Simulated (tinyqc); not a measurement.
Formation energy of a charged point defect from supercell energies: one step, computed by the program tinyqc.

The host is a compound AB. Making the defect adds n_A = 1, n_B = 0 atoms to the cell. All total energies are inputs. E_F is counted from the valence-band maximum (VBM); x = 0 is A-rich and x = 1 B-rich growth.

Task: Concentrations at the given E_F and T. E_f(q, E_F) = E_f(q, 0) + q E_F. c_q = N_s exp(-E_f(q, E_F)/k_B T), with all degeneracy factors one and no vibrational entropy.

Inputs (values chosen for the exercise, with gap and screening modelled on InP):

| quantity | value | unit |
|---|---|---|
| gap E_g | 1.35 | eV |
| dielectric constant eps | 13 | - |
| cell length L | 14.7 | angstrom |
| Fermi level E_F | 0.897 | eV |
| temperature T | 600 | K |
| site density N_s | 3.2e+22 | cm^-3 |

Defect: A interstitial. Supercell lattice: sc.

charge states q: 2  1  0

E_f(q, 0) (eV): (q=+2) 0.426168, (q=+1) 0.797477, (q=0) 1.828580

Constants: k_B = 8.617333262e-05 eV/K.

Give: Charge states; lowest formation energy; total concentration; mean charge.

Result:

Charge states:

| q | E_f (eV) | c_q (cm^-3) | share |
|---|---|---|---|
| +2 | 2.220 | 7.187e+03 | 3.573e-05 |
| +1 | 1.694 | 1.871e+08 | 9.304e-01 |
| 0 | 1.829 | 1.399e+07 | 6.954e-02 |

lowest formation energy = 1.694 eV

total concentration = 2.011e+08 cm^-3

mean charge = 0.9305 e

State +1 holds 93.0 % of the defects. Caution: the largest image-charge correction in these energies, q^2 alpha e^2/(8 pi eps_0 eps L) with alpha = 2.837297, exceeds a quarter of the gap; the point-charge term alone is then a rough estimate, usually too large for a charge that is spread out.
